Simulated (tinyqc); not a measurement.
Through the transition: BHZ model on a square lattice (one spin block).

h(k) = e0 + d.s with s the Pauli matrices in the basis (E, H), k in units of 1/a: dx = (A/a) sin kx, dy = (A/a) sin ky, dz = M - (2B/a^2)(2 - cos kx - cos ky), e0 = -(2D/a^2)(2 - cos kx - cos ky). The other spin block is h*(-k). For small k this is the continuum model with dz = M - B k^2.

Inputs chosen for the exercise (of the size used for HgTe wells; shifted at random, so the results belong to these values and not to a real crystal):
- A = 3.31 eV angstrom
- B = -73.4 eV angstrom^2
- D = -48.1 eV angstrom^2
- a = 20 angstrom (grid spacing)

M is varied. Direct gap at Gamma 2|M|; smallest direct gap on kx = 0 to 1 in steps of 0.01; nu = 1 for M/B > 0, else 0; middle gap of a ribbon of 40 rows at kx = 0 (block (A/a) sy/(2i) + (B/a^2) sz + D/a^2 between rows, hard walls).

Against M (meV):

| M | 2\|M\| | smallest direct gap | nu | ribbon gap |
|---|---|---|---|---|
| -40 | 80.0 | 80.00 | 1 | 0.015 |
| -25 | 50.0 | 50.00 | 1 | 0.376 |
| -15 | 30.0 | 30.00 | 1 | 2.027 |
| -8 | 16.0 | 16.00 | 1 | 5.422 |
| -3 | 6.0 | 6.00 | 1 | 9.884 |
| 3 | 6.0 | 6.00 | 0 | 17.629 |
| 8 | 16.0 | 16.00 | 0 | 25.495 |
| 15 | 30.0 | 30.00 | 0 | 37.677 |
| 30 | 60.0 | 60.00 | 0 | 65.738 |

With B < 0, negative M is inverted. There edge states cross the bulk gap: the ribbon gap is 0.376 against 50.0 meV at M = -25 meV, and 9.884 against 6.0 at -3 meV, where the edge states overlap across the whole ribbon and confinement rules, while for positive M confinement raises it above 2|M| (37.68 against 30 meV at M = 15 meV). The smallest direct gap stays at Gamma on all rows.

(tinyqc, `OMP_NUM_THREADS=1 python tinyqc.py 1451667 1451668 out.jsonl`, Intel(R) Xeon(R) Processor @ 2.30GHz, 1 thread, shared host, about 0.08 s.)
